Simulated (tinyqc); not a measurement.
Worked calculation: competing polymorphs of an oxide film: bulk, surface, grain-boundary, dopant and field terms. Computed by tinyqc, a small Python program that keeps every step. Command: `OMP_NUM_THREADS=1 python tinyqc.py 3004609 3004610 out.jsonl polymorph walk`. One thread of a shared host (Intel(R) Xeon(R) Processor @ 2.30GHz), about 0.01 s of CPU time with the checks. Intermediate numbers are printed to about 6 digits and carried at full precision; extremes and crossings named in words are read from the listed rows.

Phases: monoclinic m (reference), polar orthorhombic o, tetragonal t. Free energies per formula unit (f.u.); 1 J/m^2 x angstrom^3/nm = 6.241509 meV.

Inputs (values chosen for the exercise, for a model oxide):

| quantity | value | unit |
|---|---|---|
| energy of the polar phase o over m | 64.6 | meV/f.u. |
| energy of the tetragonal phase t over m | 117 | meV/f.u. |
| entropy of o over m | 0.0057 | meV/(f.u. K) |
| entropy of t over m | 0.048 | meV/(f.u. K) |
| surface energy of m | 3.22 | J/m^2 |
| surface energy of o | 2.72 | J/m^2 |
| surface energy of t | 2.64 | J/m^2 |
| volume per formula unit Omega | 35.4 | angstrom^3 |
| film thickness h | 18 | nm |
| grain radius R | 7.2 | nm |
| temperature T | 500 | K |
| dopant content x | 1.6 | % |
| shift of o per % of dopant | -7.7 | meV/f.u. |
| shift of t per % of dopant | -13 | meV/f.u. |
| polarisation of o | 47 | microcoulomb/cm^2 |
| field E | 2 | MV/cm |
| width sigma of ln R | 0.34 | - |
| interlayer thickness (SiO2) | 0.8 | nm |

Geometry: free particles.

permittivities of m, o, t: 17  30  38

## Bulk terms

Bulk term b = H - T S + (shift) x, zero for m. The undoped bulk turns from m to t at T = H_t/S_t.

b (meV/f.u.): m 0.00, o 49.43, t 72.20

bulk m-t temperature = 2437.5 K

## Free energies of the grain

Area per volume: A = 3/R for a sphere; G = b + gamma Omega A.

area per volume A = 0.416667 1/nm

G less G(m) (meV/f.u.): m 0.0000, o 3.3989, t 18.8039

G(o) - G(m) = 3.39887 meV/f.u.

G(t) - G(o) = 15.4050 meV/f.u.

The lowest phase is m, by 3.4 meV/f.u. over o, as in the bulk terms. Caution: this is an equilibrium ranking; real films often keep the phase that nucleates first on cooling from t.

## Crossing points

With G = b + gamma Omega A (b the bulk free energy per formula unit, A the area per volume), two phases i, j cross at A_ij = (b_j - b_i)/(Omega (gamma_i - gamma_j)); o has a window only if A_mo < A_ot.

A_mo = 0.447433 1/nm

A_ot = 1.28819 1/nm

A_mt = 0.563399 1/nm

o is lowest for A between 0.447 and 1.288 1/nm, m below and t above.

## Phase shares in a spread of grain sizes

Grain radii are log-normal by volume with median R and width sigma; the share with A above A* is that with radius below R*, R* = 3/A* (all if A* <= 0), share = (1/2) erfc[-ln(R*/R)/(sqrt 2 sigma)]. Effective permittivity of a layer of thickness h built of such grains, taken in parallel: sum of share x eps; EOT = interlayer + 3.9 h/eps.

volume shares: m 0.582982, o 0.416567, t 0.000451

share of o = 0.416567

effective permittivity = 22.4248

equivalent oxide thickness = 3.93046 nm

The spread of sizes mixes the phases: 42 % of the volume is not in the majority phase.

## A field

The polar phase gains -P E Omega (1 microcoulomb/cm^2 x MV/cm x angstrom^3 = 0.006241509 meV); the dielectric term -(1/2) eps_0 (eps - 1) E^2 Omega is left out. Where t lies below o, o is reached at E_up = [G(o) - G(t)]/(P Omega), else 0.

gain P E Omega = 20.7692 meV/f.u.

G(t) - G(o) in the field = 36.1743 meV/f.u.

crossing field E_up = 0 MV/cm

o already lies below t. m lies lower than both at zero field, so this holds only while m is avoided.

## Dopant series

Bulk term b = H - T S + (shift) x, zero for m.

Against dopant content:

| x (%) | A_mo (1/nm) | A_ot (1/nm) | share m | share o | share t |
|---|---|---|---|---|---|
| 0.0 | 0.558951 | 1.76794 | 0.806219 | 0.193770 | 0.00001 |
| 1.0 | 0.489252 | 1.46810 | 0.681654 | 0.318240 | 0.00011 |
| 2.0 | 0.419553 | 1.16825 | 0.508100 | 0.490687 | 0.00121 |
| 3.0 | 0.349854 | 0.86841 | 0.303615 | 0.680997 | 0.01539 |
| 4.0 | 0.280155 | 0.56857 | 0.121507 | 0.698193 | 0.18030 |
| 5.0 | 0.210455 | 0.26873 | 0.022276 | 0.076254 | 0.90147 |
| 6.5 | 0.105907 | -0.18104 | 0.000000 | 0.000000 | 1.00000 |
| 8.0 | 0.001358 | -0.63080 | 0.000000 | 0.000000 | 1.00000 |
| 10.0 | -0.138041 | -1.23049 | 0.000000 | 0.000000 | 1.00000 |

The dopant lowers t by 13 and o by 7.7 meV per %, so A_ot falls faster than A_mo. The share of o peaks at x = 4 % (0.70): a doping window between m and t. t holds the majority from x = 5 % on.

Checks made by the program: equal free energies at A_mt (relative difference below 1e-10).
